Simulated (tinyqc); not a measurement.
# Junctionless gate-all-around wire, depletion approximation: two studies

A uniformly doped n-type wire of radius R under a surrounding gate; long channel. Below flat band a shell from radius rc to R is fully depleted and the neutral core, at channel potential V (0 at the source, Vd at the drain), carries the current with constant mobility; s = (rc/R)^2 is the share of the cross-section that conducts. The edge of the depleted shell is taken as abrupt, so there is no subthreshold current.

Values chosen for this exercise; material values close to those of gallium arsenide:

| symbol | value | unit | meaning |
|---|---|---|---|
| eps_r | 12.7 |  | relative permittivity of the semiconductor |
| eox | 22 |  | relative permittivity of the gate insulator |
| tox | 12 | nm | insulator thickness |
| R | 10 | nm | wire radius |
| Nd | 1.9e19 | cm^-3 | donor density |
| Vfb | 1.15 | V | flat-band voltage |
| mu | 97 | cm^2/(V s) | effective mobility in the wire |
| L | 0.2 | um | gate length |

Constants: q = 1.602176634e-19 C, eps0 = 8.8541878128e-14 F/cm where lengths are in cm. Results are converted to the units shown.

Each table varies one quantity; the others keep the values above.

## Effect of the donor density on the threshold

Cox = eps0 eox/(R ln(1 + tox/R)); A = q Nd R^2/(4 eps0 eps_r); B = q Nd R/(2 Cox); VT = Vfb - A - B. The flat-band conductance is G0 = q mu Nd pi R^2/L.

The same in every row: Cox (uF/cm^2) = 2.471.

Effect of the donor density on the threshold:
```
Nd (cm^-3)    A (V)    B (V)   VT (V)  G0 (uS)
2.4e18      0.08549  0.07782   0.9867    5.859
4e18         0.1425   0.1297   0.8778    9.765
6.9e18       0.2458   0.2237   0.6805    16.84
1.2e19       0.4274   0.3891   0.3334    29.29
2e19         0.7124   0.6485  -0.2109    48.82
3.4e19        1.211    1.102   -1.164    83.00
5.7e19        2.030    1.848   -2.729    139.1
```

As Nd goes from 2.4e18 to 5.7e19 cm^-3, VT falls from 0.987 to -2.73 V and G0 rises from 5.86 to 139 uS. A + B goes on average as Nd^(1.00). The device is normally off (VT > 0) in 4 of the 7 rows. More conductance costs threshold voltage: the same dopants that conduct must be depleted. For Nd = 3.4e19 to 5.7e19 cm^-3 the surface field at full depletion passes 1.5 MV/cm, where tunnelling or breakdown may set in.

## Effect of the insulator thickness on the threshold

Same model as above.

The same in every row: A (V) = 0.6768; G0 (uS) = 46.38.

Effect of the insulator thickness on the threshold:
```
tox (nm)  Cox (uF/cm^2)   B (V)    VT (V)
4                 5.789  0.2629    0.2103
5.8               4.258  0.3574    0.1158
8.3               3.223  0.4722  0.001013
12                2.471  0.6161   -0.1429
17                1.961  0.7761   -0.3029
25                1.555  0.9789   -0.5057
36                1.276   1.192   -0.7192
```

As tox goes from 4 to 36 nm, VT falls from 0.210 to -0.719 V and G0 stays at 46.4 uS. A + B goes on average as tox^(0.31). The device is normally off (VT > 0) in 3 of the 7 rows.

tinyqc, about 0.01 s, one thread, Intel Xeon 2.30GHz (shared host): `OMP_NUM_THREADS=1 python tinyqc.py 2460015 2460016 out.jsonl`
